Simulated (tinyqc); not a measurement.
Inside a calculation. Model: Bloch-Grueneisen resistivity of a metal. Computed by tinyqc, a small Python program that keeps every step. Command: `OMP_NUM_THREADS=1 python tinyqc.py 3004338 3004339 out.jsonl bg walk`. One thread of a shared host (Intel(R) Xeon(R) Processor @ 2.30GHz), about 0.01 s of CPU time with the checks. Intermediate numbers are printed to about 7 digits and carried at full precision; extremes and crossings named in words are read from the listed rows.

Electrons scatter from a Debye spectrum of phonons (n = 5 for scattering within one band, n = 3 for scattering into a second, heavy band) and from static defects.

Inputs (values chosen for the exercise, modelled on platinum): exponent n = 3; Debye temperature Theta = 206 K; transport coupling lambda_tr = 0.45; Drude plasma energy hbar w_p = 7.1 eV; residual resistivity rho_0 = 5.2 microohm cm; temperature T = 295 K.

Addition: none.

Constants: k_B = 1.380649e-23 J/K; hbar = 1.054571817e-34 J s; eps_0 = 8.8541878128e-12 F/m; hbar = 6.582119569e-16 eV s; k_B = 8.617333262e-05 eV/K.

## Scale of the phonon resistivity

rho_ph = (n - 1) rho_1 (T/Theta)^n J_n(Theta/T), with rho_1 = 2 pi lambda_tr k_B Theta/(hbar eps_0 w_p^2), the high-temperature line at T = Theta.

rho_1 = 7.401723 microohm cm

## The integral and the phonon part

J_n(y) = int_0^y x^n e^x/(e^x - 1)^2 dx, by 96 Gauss-Legendre points (upper limit at most 60).

Theta/T = 0.6983051

J_n = 0.2389406

phonon resistivity rho_ph = 10.38764 microohm cm

This is 98 % of the straight line rho_1 T/Theta.

## Total resistivity and derived numbers

Matthiessen's rule: rho = rho_0 + rho_ph. Temperature coefficient (1/rho) d rho/dT by a central difference of +/- 0.5 K; residual ratio rho(295 K)/rho(4.2 K); scattering time tau = 1/(eps_0 w_p^2 rho); Wiedemann-Franz kappa = L_0 T/rho, L_0 = (pi^2/3)(k_B/e)^2.

resistivity rho = 15.58764 microohm cm

temperature coefficient = 2.349680 1e-3/K

residual resistance ratio = 2.997102

scattering time = 6.227097 fs

Wiedemann-Franz conductivity = 46.23446 W/(m K)

The coefficient is 0.693 times 1/T; the temperature-independent part dilutes it.

## Limits of the phonon part

Low T: (n - 1) n! zeta(n) rho_1 (T/Theta)^n. High T: rho_1 (T/Theta) [1 - (n - 1)/(12 (n + 1)) (Theta/T)^2].

Resistivities (microohm cm):
```
T (K)        rho_ph     low-T law  straight line  line with correction  total rho
6.2    2.910801e-03  2.910801e-03        0.22277                     -    5.20291
10.0   1.221340e-02  1.221342e-02        0.35931                     -    5.21221
16.0   4.997796e-02  5.002619e-02        0.57489                     -    5.24998
25.0   1.851178e-01  1.908348e-01        0.89827                     -    5.38512
41.0   6.576800e-01  8.417614e-01        1.47316                     -    5.85768
72.0   1.897740e+00  4.558636e+00        2.58701               1.70463    7.09774
100.0  3.037482e+00  1.221342e+01        3.59307               2.95775    8.23748
160.0  5.372745e+00  5.002619e+01        5.74891               5.35184   10.57275
250.0  8.734185e+00  1.908348e+02        8.98267               8.72855   13.93419
410.0  1.457792e+01  8.417614e+02       14.73158              14.57663   19.77792
```

The low-T law holds to 10 % up to 25 K, the straight line from 160 K on. The local exponent of rho_ph falls from 3.00 to 1.04. Phonons overtake the residual resistivity between 100 and 160 K.

Checks made by the program: J_n at large argument against n! zeta(n) (relative difference below 1e-10).
